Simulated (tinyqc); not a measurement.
# Frequency dispersion of an accumulation capacitance by border traps, distributed model: two studies

Traps spread evenly through the insulator exchange electrons with the semiconductor by tunnelling, with tau(x) = t0 exp(2 ka x) at depth x from the interface. The admittance per area Y seen at depth x obeys dY/dx = -Y^2/(i w eps0 eox) + q Nb ln(1 + i w tau)/tau, with Y(0) = i w Cs and w = 2 pi f; the gate sees Y(tox) = G + i w C. Working variable y = Y/(i w), in uF/cm^2. Cox = eps0 eox/tox.

Parameters, values chosen for the exercise; permittivity close to that of aluminium oxide:

| symbol | value | unit | meaning |
|---|---|---|---|
| eox | 8.51 |  | relative permittivity of the insulator |
| tox | 7.6 | nm | insulator thickness |
| Cs | 0.5 | uF/cm^2 | semiconductor capacitance in accumulation |
| Nb | 8e18 | cm^-3 eV^-1 | density of border traps |
| ka | 4.1 | 1/nm | decay constant of the wave function in the insulator |
| t0 | 4e-11 | s | time constant of a trap at the interface |
| f | 10000 | Hz | frequency |

Constants: q = 1.602176634e-19 C, eps0 = 8.8541878128e-14 F/cm where lengths are in cm. Results are converted to the units shown.

Each table varies one quantity; the others keep the values above.

## Capacitance and loss against frequency

Cox; trap-free value 1/(1/Cox + 1/Cs); response depth d = ln(1/(w t0))/(2 ka), where w tau = 1; lumped estimate: all traps within d act as C_bt = q Nb d placed at d/2, so C = 1/{1/[1/(1/Cs + d/(2 eps0 eox)) + C_bt] + (tox - d/2)/(eps0 eox)}. C and G from a fine integration; dispersion -d C/d log10 f over C, from f times and over 1.1. For a broad spread of time constants G/w is close to -(pi/2) dC/d ln w.

The same in every row: trap-free C (uF/cm^2) = 0.3324.

Results:
```
f (Hz),d (nm),C (uF/cm^2),G/w (uF/cm^2),dispersion (% a decade),-(pi/2) dC/d ln w (uF/cm^2),lumped C (uF/cm^2)
10,2.415,0.4764,0.01136,3.495,0.01136,0.4666
100,2.134,0.4599,0.01116,3.556,0.01116,0.4510
1000,1.853,0.4436,0.01100,3.632,0.01099,0.4354
10000,1.572,0.4276,0.01087,3.723,0.01086,0.4198
1e6,1.011,0.3961,0.01071,3.962,0.01070,0.3888
1e7,0.7300,0.3804,0.01068,4.116,0.01068,0.3733
```

Estimate the missing row, f = 1e5 Hz.

Computed row:
```
f (Hz),d (nm),C (uF/cm^2),G/w (uF/cm^2),dispersion (% a decade),-(pi/2) dC/d ln w (uF/cm^2),lumped C (uF/cm^2)
1e5,1.292,0.4118,0.01077,3.832,0.01076,0.4043
```

With this row back in the table: C falls from 0.4764 to 0.3804 uF/cm^2, towards the trap-free 0.3324; each decade of frequency removes ln 10/(2 ka) = 0.281 nm from the response depth. The dispersion rises from 3.50 to 4.12 % a decade and G/w falls from 0.0114 to 0.0107 uF/cm^2. G/w stays at 1.00 times -(pi/2) dC/d ln w, the relation for a broad spread of time constants.

## Effect of the density of border traps

Same model as above.

The same in every row: d (nm) = 1.572; trap-free C (uF/cm^2) = 0.3324.

Results:
```
Nb (cm^-3 eV^-1),C (uF/cm^2),G/w (uF/cm^2),dispersion (% a decade),-(pi/2) dC/d ln w (uF/cm^2),lumped C (uF/cm^2)
1e18,0.3456,0.001632,0.6923,0.001632,0.3445
2e18,0.3584,0.003176,1.299,0.003175,0.3563
6e18,0.4059,0.008570,3.094,0.008567,0.3999
3e19,0.6053,0.02556,6.176,0.02551,0.5825
7e19,0.7783,0.03312,6.211,0.03298,0.7402
2e20,0.9797,0.03455,5.137,0.03433,0.9211
4e20,1.074,0.03382,4.592,0.03363,1.001
```

Estimate the missing row, Nb = 1e19 cm^-3 eV^-1.

Computed row:
```
Nb (cm^-3 eV^-1),C (uF/cm^2),G/w (uF/cm^2),dispersion (% a decade),-(pi/2) dC/d ln w (uF/cm^2),lumped C (uF/cm^2)
1e19,0.4482,0.01294,4.228,0.01293,0.4387
```

With this row back in the table: As Nb goes from 1e18 to 4e20, C rises from 0.346 to 1.07 uF/cm^2, the dispersion goes from 0.692 through a maximum of 6.21 (at Nb = 7e19 among the rows listed) to 4.59 % a decade and G/w goes from 0.00163 through a maximum of 0.0346 (at Nb = 2e20 among the rows listed) to 0.0338 uF/cm^2. The lumped estimate is 0.31 % below C in the first row and 6.8 % below it in the last. The dispersion goes as Nb^(0.91) between the first two rows and Nb^(-0.16) between the last two: dense traps near the interface screen those behind them.

Program tinyqc, `OMP_NUM_THREADS=1 python tinyqc.py 2202111 2202112 out.jsonl`; Intel Xeon 2.30GHz, shared host, one thread, about 0.5 s.
